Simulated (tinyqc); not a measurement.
Inside a calculation. Model: threshold-voltage variability of a planar MOSFET, analytic estimates.

Computed by the program tinyqc: `OMP_NUM_THREADS=1 python tinyqc.py 2090147 2090148 out.jsonl`, one thread of a shared Intel Xeon 2.30GHz, about 0.01 s for the whole run. Printed values are rounded.

Three independent sources add in quadrature: random dopants in the depleted layer, metal-gate grains of two orientations, and roughness of the two gate edges acting through the roll-off VT = VT(long) - Vr exp(-L/l). These are first-order estimates: no three-dimensional electrostatics, no percolation.

Parameters, values chosen for the exercise; material values close to those of silicon:
- T = 250 K (temperature)
- Eg = 1.1 eV (band gap)
- eps_r = 11.7 (relative permittivity of the semiconductor)
- Nc = 2.09e19 cm^-3 (conduction-band density of states at T)
- Nv = 2e19 cm^-3 (valence-band density of states at T)
- Na = 7.9e17 cm^-3 (channel doping)
- ti = 2.5 nm (oxide-equivalent thickness in inversion)
- L = 20 nm (gate length)
- W = 98 nm (gate width)
- G = 15 nm (metal grain size)
- dW = 0.15 eV (work-function difference of the two grain orientations)
- p = 0.5 (share of the orientation of higher work function)
- De = 1.6 nm (rms roughness of one gate edge)
- La = 10 nm (correlation length of the roughness)
- l = 3.5 nm (decay length of the threshold roll-off)
- Vr = 2.6 V (prefactor of the roll-off)
- n = 1.42 (subthreshold factor)
- gI = 20 1/V (gm/I of a matched pair)
- sb = 2.6 % (spread of the gain factor of one device)
- Nb = 8388608 (number of cells)
- Y = 0.974 (wanted yield)

Constants: q = 1.602176634e-19 C, kB = 1.380649e-23 J/K, Vt = kB T/q, eps0 = 8.8541878128e-14 F/cm where lengths are in cm. Results are converted to the units shown.

Range of the model: The depletion depth exceeds L, so source and drain share much of the charge and the dopant estimate is rough. gI s exceeds 0.2, so the linear formula for the current mismatch is only a rough guide.

## Random dopants

ni = sqrt(Nc Nv) exp(-Eg/(2 Vt)), Eg in volts; Cox = 3.9 eps0/ti; Wd = sqrt(4 eps0 eps_r Vt ln(Na/ni)/(q Na)); dopants: s1 = (q/Cox) sqrt(Na Wd/(3 L W)). The slope A1 = s1 sqrt(L W); mean number of dopants Na L W Wd.

Cox = 1.381253 uF/cm^2
Wd = 39.63768 nm
mean number of dopants = 61.37499
A1 = 1.185070 mV um
s1 = 26.76801 mV

Counting alone, 1/sqrt(N) of the depletion voltage q Na Wd/Cox = 363 mV, would give sqrt(3) times more: dopants deep in the layer act less on the surface.

## Metal grains and edge roughness

Grains: Ng = L W/G^2 (at least 1), s2 = dW sqrt(p (1 - p)/Ng). Edges, with exponential correlation and u = W/La: the mean gate length has sL^2 = 2 De^2 (2/u)[1 - (1 - exp(-u))/u]; s3 = sL (Vr/l) exp(-L/l).

Ng = 8.711111
s2 = 25.41116 mV
sL = 0.9686494 nm
dVT/dL = 2.450319 mV/nm
s3 = 2.373500 mV

## Total spread, mismatch and leakage

s = sqrt(s1^2 + s2^2 + s3^2). For a pair: s(dVT) = sqrt(2) s; current mismatch sqrt(2) sqrt((gI s)^2 + sb^2); input offset = current mismatch/gI. For a Gaussian VT the off current is log-normal with mean/median = exp(s^2/(2 (n Vt)^2)).

s = 36.98495 mV
s(dVT) = 52.30462 mV
current mismatch = 104.6738 %
input offset = 52.33692 mV
mean/median of Ioff = 2.076808

The dopants give 52.4 % of the variance; without them s would be 25.5 mV. A current mismatch this large is beyond the linear estimate.

## Iteration 1: margin in standard deviations for the wanted yield

k at the start = 2

Cells fail independently with probability Q(k) = erfc(k/sqrt(2))/2 when the margin is k standard deviations, and Y = exp(-Nb Q(k)). phi = exp(-k^2/2)/sqrt(2 pi). Newton steps on ln Q(k) = ln(-ln(Y)/Nb): k(new) = k + [ln Q - ln(-ln(Y)/Nb)] Q/phi.

Q(k) = 0.02275013
phi = 0.05399097
k after iteration 1 = 8.655829

## Iteration 2: margin in standard deviations for the wanted yield

As before.

Q(k) = 2.446712e-18
phi = 2.145390e-17
k after iteration 2 = 6.263974

## Course of the iteration: margin in standard deviations for the wanted yield

Stop when k changes by less than 1e-9, or after 30 iterations.

Course of the iteration:
```
iteration	k	|change|
1	8.655829	6.66
2	6.263974	2.39
3	5.824851	0.439
4	5.809122	0.0157
5	5.809102	2.02e-5
6	5.809102	3.33e-11
```

Converged in 6 iterations. At the end the number of correct digits about doubles with each step. With s(dVT) = 52.3 mV, 5.81 standard deviations are 304 mV.
